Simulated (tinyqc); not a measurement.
Inside a calculation. Method: coherent transport through a tight-binding region between two chains. Computed by tinyqc, a small Python program that keeps every step. Settings: temperature = 77, mu = -0.11. Command: `OMP_NUM_THREADS=1 python tinyqc.py 28595 28596 out.jsonl` (the two numbers bound the seeds that draw the settings). One thread of a shared host (Intel(R) Xeon(R) Processor @ 2.60GHz), about 0.07 s of CPU time with the checks.

## Transmission at E = -0.56 eV

H of the central region (eV):
$$\begin{pmatrix}
0.000000 & -2.430000 & 0.000000 & -2.430000 \\
-2.430000 & 0.000000 & -2.430000 & 0.000000 \\
0.000000 & -2.430000 & 0.000000 & -2.430000 \\
-2.430000 & 0.000000 & -2.430000 & 0.000000
\end{pmatrix}$$

Leads: semi-infinite chains with site energy 0:
```
parameter                           value
lead hopping t (eV)              2.780000
coupling to the left lead (eV)   0.570000
coupling to the right lead (eV)  1.030000
left contact site                       1
right contact site                      4
```

E = -0.560000 eV

Surface Green function g = (E - i sqrt(4 t^2 - E^2)) / (2 t^2); self-energy tc^2 g on each contact site; G = (E - H - Sigma)^(-1); Gamma = -2 Im Sigma; T = Gamma_L Gamma_R |G_LR|^2; local density of states -Im G_ii / pi.

g = -0.036230-0.357883i 1/eV

G (1/eV):
$$\begin{pmatrix}
-0.878900-0.094851i & 0.115838-0.022637i & 0.905595+0.089634i & 0.092859+0.043293i \\
0.115838-0.022637i & -0.811368-0.298757i & 0.108703-0.046213i & 0.836419+0.288107i \\
0.905595+0.089634i & 0.108703-0.046213i & -0.880544-0.100284i & 0.099896+0.023102i \\
0.092859+0.043293i & 0.836419+0.288107i & 0.099896+0.023102i & -0.813398-0.282783i
\end{pmatrix}$$

local density of states (1/eV): [0.030192, 0.095097, 0.031921, 0.090013]

transmission = 0.001854

## Transmission across the band

The same steps on a grid of energies.

T(E):
```
E (eV)              T
-5.28200000  0.012202
-4.75380000  0.067403
-4.22560000  0.011154
-3.69740000  0.005737
-3.16920000  0.003945
-2.64100000  0.003095
-2.11280000  0.002618
-1.58460000  0.002323
-1.05640000  0.002114
-0.52820000  0.001823
0.00000000   0.000000
0.52820000   0.001823
1.05640000   0.002114
1.58460000   0.002323
2.11280000   0.002618
2.64100000   0.003095
3.16920000   0.003945
3.69740000   0.005737
4.22560000   0.011154
4.75380000   0.067403
5.28200000   0.012202
```

levels of the isolated region (eV): [-4.860000, 0.000000, 0.000000, 4.860000]

## Current

I = (2e/h) int T(E) [f(E - mu - V/2) - f(E - mu + V/2)] dE at 77 K with mu = -0.11 eV, the bias not changing H; 2e^2/h = 77.48092 microsiemens; the integral runs over the band on 4001 points.

Current:
```
V (volt)  I (microampere)
0.010000         0.000296
0.050000         0.001487
0.100000         0.003023
0.200000         0.006539
0.400000         0.016687
0.800000         0.055704
```
